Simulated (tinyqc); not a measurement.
Valley-orbit splitting of a donor ground state, with strain. From one set of inputs to another, one input at a time. Computed by tinyqc, a small Python program. Command: `OMP_NUM_THREADS=1 python tinyqc.py 3019383 3019384 out.jsonl valleyorbit ladder`. One thread of a shared host (Intel(R) Xeon(R) Processor @ 2.30GHz), about 0.01 s of CPU time with the checks.

The basis is the 1s envelope in each valley; energies are counted from the unstrained conduction-band edge. The strain is e_s (a a^T - 1/3) for the unit stress axis a, so valley j along n_j moves by Xi_u e_s w_j with w_j = (n_j.a)^2 - 1/3: -1/3 for x and y, +2/3 for z.

The inputs printed are set A. Inputs not listed in the table keep their values of set A, so the rows need not describe a real material.

Inputs (values chosen for the exercise, modelled on donors in silicon): single-valley binding energy E_0 = 30.3 meV; central-cell shift Lambda = 8.49 meV; coupling Delta_1 = 3.9 meV; coupling Delta_2 = 2.92 meV; shear deformation potential Xi_u = 8.73 eV; shear strain e_s = -6.3e-05; temperature T = 50 K; donor density N_D = 1.7e+15 cm^-3; density-of-states mass of one valley m_e = 0.327 m_0.

Valleys: six along <100>. Stress axis: [001].

Constants: k_B = 8.617333262e-05 eV/K; m_0 = 9.1093837015e-31 kg; k_B = 1.380649e-23 J/K; h = 6.62607015e-34 J s.

Method:
- H_jj = -(E_0 + Lambda) + Xi_u e_s w_j; H_jk = -Delta_2 between opposite valleys and -Delta_1 between perpendicular ones.
- Diagonalise H; the ground vector has positive components. The density at the nucleus, and so the contact hyperfine coupling, scales as (sum_j c_j)^2/(number of valleys), which is 1 without strain; the envelopes are held fixed.
- z = sum over levels of exp(-(E - E_ground)/k_B T), the ground-state share being 1/z; N_c = 2 (2 pi m_e k_B T/h^2)^(3/2) sum_j exp(-(shift_j - lowest shift)/k_B T); n1 = N_c/(2 z) exp(-binding/k_B T), binding = lowest shift - E_ground; without compensation n = 2 N_D/(1 + sqrt(1 + 4 N_D/n1)) (Boltzmann statistics; p and higher states left out).

Each row keeps all changes above it:
```
input moved                                 from       to  hyperfine ratio A/A_0  free electrons n (cm^-3)  share of neutral donors in the ground state
set A                                          -        -                0.99988                5.0692e+13                                      0.97136
shear deformation potential Xi_u (eV)       8.73     9.04                0.99987                5.0694e+13                                      0.97136
shear strain e_s                        -6.3e-05  0.00068                0.98752                5.3363e+13                                      0.96905
donor density N_D (cm^-3)                1.7e+15  1.2e+14                0.98752                1.3567e+13                                      0.96905
single-valley binding energy E_0 (meV)      30.3     30.5                0.98752                1.3274e+13                                      0.96905
coupling Delta_1 (meV)                       3.9     2.66                0.97596                2.1458e+13                                      0.89381
coupling Delta_2 (meV)                      2.92     3.55                0.97596                2.0232e+13                                      0.90838
temperature T (K)                             50       30                0.97596                2.8201e+11                                      0.99149
```

Hyperfine ratio A/A_0 goes from 1.000 to 0.976, a factor 0.9761 in all. The largest single move comes from shear strain e_s (a factor 0.9876). Free electrons n goes from 5.07e13 to 2.82e11, a factor 0.00556 in all. The largest single move comes from temperature T (a factor 0.0139), and coupling Delta_1 works against it (a factor 1.62). Share of neutral donors in the ground state goes from 0.971 to 0.991, a factor 1.021 in all. The largest single move comes from temperature T (a factor 1.09), and coupling Delta_1 works against it (a factor 0.922). The single moves hold for this order of the switches; the total does not depend on the order.

Extremes, crossings and ranges named in words are read from the listed rows.
